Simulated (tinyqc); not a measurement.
Worked calculation: surface photovoltage measurement of the minority-carrier diffusion length in a wafer. Computed by tinyqc, a small Python program that keeps every step. Command: `OMP_NUM_THREADS=1 python tinyqc.py 3130316 3130317 out.jsonl spv walk`. One thread of a shared host (Intel(R) Xeon(R) Processor @ 2.30GHz), about 0.01 s of CPU time with the checks. Intermediate numbers are printed to about 5 digits and carried at full precision; extremes and crossings named in words are read from the listed rows.

Low injection, steady light, a depletion layer much thinner than 1/alpha and L. The excess density dn is taken at the front edge of the neutral region; light that reaches the back is lost.

Inputs (values chosen for the exercise, modelled on p-type silicon at room temperature): diffusion length L = 340 micrometre; wafer thickness W = 625 micrometre; diffusivity D = 26.1 cm^2/s; front recombination velocity S_f = 3000 cm/s; back recombination velocity S_b = 20000 cm/s; photon flux entering = 2.5e+13 1/(cm^2 s); minority density at the surface barrier scale n_0 = 1.4e+10 1/cm^3; temperature T = 298 K; wavelength = 921 nm; relative noise of each reading = 0.2 %; diffusion length after pair splitting over L = 0.58; iron factor C = 1.09e+16 micrometre^2/cm^3.

Constants: k_B = 8.617333262e-05 eV/K.

## One wavelength

alpha = (84.732/lambda - 76.417)^2 per cm with lambda in micrometre (an empirical fit for silicon between 0.7 and 1.05 micrometre). Thick wafer: dn = Phi L/((S_f + D/L)(L + 1/alpha)). Finite wafer, with s = S_b L/D, w = W/L, a = alpha L: dn = [Phi a/(a^2 - 1)] [a - B - exp(-alpha W)(a - s)/(cosh w + s sinh w)]/(S_f + B D/L), B = (sinh w + s cosh w)/(cosh w + s sinh w). Photovoltage V = (k_B T/e) ln(1 + dn/n_0). Lifetime = L^2/D.

alpha = 242.83 1/cm

penetration depth 1/alpha = 41.181 micrometre

dn, thick wafer = 5.9186e+09 1/cm^3

B = 1.0480

dn, finite wafer = 5.8225e+09 1/cm^3

photovoltage V = 8.9303 mV

lifetime = 44.291 microsecond

Caution: dn is not small against n_0, so V is not linear in the flux; the constant-flux reading then needs dn, not V.

## The linear plot

normal deviates g for the noise: [-1.02, 0.62, 0.04, -2.06, 0.39, -0.96, -0.86]

Readings y = (Phi/dn) (1 + noise x g) at 780, 830, 880, 920, 950, 975 and 995 nm; a least-squares line y = c (1/alpha + L_app) gives L_app = intercept/slope.

Readings:
```
lambda (nm)  1/alpha (micrometre)  y (cm/s)  line (cm/s)
780                          9.64    3909.8       3906.6
830                         15.18    3988.2       3974.9
880                         25.33    4104.1       4100.2
920                         40.66    4269.7       4289.2
950                         61.28    4541.6       4543.6
975                         90.92    4897.9       4909.3
995                        130.89    5414.7       5402.3
```

slope = 12.336 cm/(s micrometre)

apparent length L_app = 307.04 micrometre

error of L_app (rounded to 0.001) = -9.694 %

Without noise the error would be -10.1 %, from the finite thickness at W/L = 1.8. S_f scales all readings alike and leaves L_app unchanged.

## Where the wafer is too thin

No noise; L is varied at fixed W, and the last two columns set S_b to 0 and to 1e7 cm/s.

Apparent length (micrometre):
```
L          W/L  given S_b  S_b = 0  S_b = 1e7
31.2    20.032      31.20     31.2      31.20
62.5    10.000      62.50     62.5      62.50
125.0    5.000     124.88    125.1     124.85
188.0    3.324     185.98    190.0     185.71
312.0    2.003     287.49    338.1     285.54
500.0    1.250     381.49    647.2     376.13
812.0    0.770     447.11   1396.4     438.23
1310.0   0.477     479.93   3034.8     468.94
2500.0   0.250     496.83   7352.9     484.66
```

With a fast back surface L_app levels off, at 485 micrometre in the last row; with a passive one it reaches up to 2.94 times L among these rows and is 7350 in the last. All three columns are within 5 % of L down to W/L = 3.3.

## Iron from two lengths

Splitting iron-boron pairs in boron-doped silicon shortens L; with nothing else changing, [Fe] = C (1/L_after^2 - 1/L^2). It is evaluated with the true lengths and with the apparent ones (without noise), which differ when the wafer is not thick against L.

L_after = 197.2 micrometre

[Fe] from the true lengths = 1.8600e+11 1/cm^3

[Fe] from the apparent lengths = 1.7147e+11 1/cm^3

bias, apparent over true less 1 (rounded to 0.001) = -7.815 %

Checks made by the program: dn against a finite-difference solution (relative difference 2e-06).
